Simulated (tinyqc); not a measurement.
Thin-body film or fin with hard walls, valleys of the Si type: one step. Filling at a given sheet density. Three cases, with inputs chosen for the exercise.

Problem. n_i = g m_d/(2 pi c) kB T ln(1 + exp((EF - E_i)/kB T)) over the levels listed; solve sum n_i = Ns (1e12/cm^2 = 1e-4/angstrom^2); the band bending of the charge itself is left out. c = hbar^2/2m0.

Constants: hbar^2/2m0 = 3.80998211 eV angstrom^2; kB = 8.617333262e-05 eV/K.

Give: EF; n_i in the order of the list.

Case 1.

Values chosen (out of a larger set: near those of Si; not measured data): Ns = 1.3 x 1e12/cm^2 (sheet density in the on state); T = 300 K (temperature).

Valleys (masses in m0):
```
valleys g,cos^2(theta),m_z,m_1,m_2,m_d
4,0.500000,0.311738,0.188000,0.550000,0.321559
2,0.000000,0.188000,0.188000,0.912000,0.414072
```

Subbands:
```
label,valleys g,E (eV)
1,4,0.016309
1',2,0.027044
2,4,0.065237
2',2,0.108175
3,4,0.146784
3',2,0.243394
4,4,0.260949
```

Solution.

EF = -0.0565 eV

n_i in the order of the list (1e12/cm^2): 0.808  0.347  0.125  0.015  0.005  0.000  0.000

The fullest subband is 1, with 62 %.

Case 2.

Values chosen (out of a larger set: near those of Si; not measured data): Ns = 7.6 x 1e12/cm^2 (sheet density in the on state); T = 77 K (temperature).

Valleys (masses in m0):
```
valleys g,cos^2(theta),m_z,m_1,m_2,m_d
2,1.000000,0.923000,0.187000,0.187000,0.187000
4,0.000000,0.187000,0.187000,0.923000,0.415453
```

Subbands:
```
label,valleys g,E (eV)
1,2,0.006366
2,2,0.025462
1',4,0.031420
3,2,0.057291
4,2,0.101850
2',4,0.125679
5,2,0.159141
```

Solution.

EF = 0.0300 eV

n_i in the order of the list (1e12/cm^2): 3.722  1.133  2.728  0.017  0.000  0.000  0.000

The fullest subband is 1, with 49 %.

Case 3.

Values chosen (out of a larger set: near those of Si; not measured data): Ns = 5.8 x 1e12/cm^2 (sheet density in the on state); T = 300 K (temperature).

Valleys (masses in m0):
```
valleys g,cos^2(theta),m_z,m_1,m_2,m_d
2,1.000000,0.914000,0.188000,0.188000,0.188000
4,0.000000,0.188000,0.188000,0.914000,0.414526
```

Subbands:
```
label,valleys g,E (eV)
1,2,0.003804
2,2,0.015215
1',4,0.018493
3,2,0.034234
4,2,0.060860
2',4,0.073970
5,2,0.095093
```

Solution.

EF = -0.0257 eV

n_i in the order of the list (1e12/cm^2): 1.126  0.759  2.980  0.381  0.140  0.375  0.038

The fullest subband is 1', with 51 %.

Computed by tinyqc, one run a case: `OMP_NUM_THREADS=1 python tinyqc.py N N+1 out.jsonl` with N = 1280331, 1280841, 1281104; one thread of a shared Intel(R) Xeon(R) Processor @ 2.30GHz, about 0.01 s a run at most.
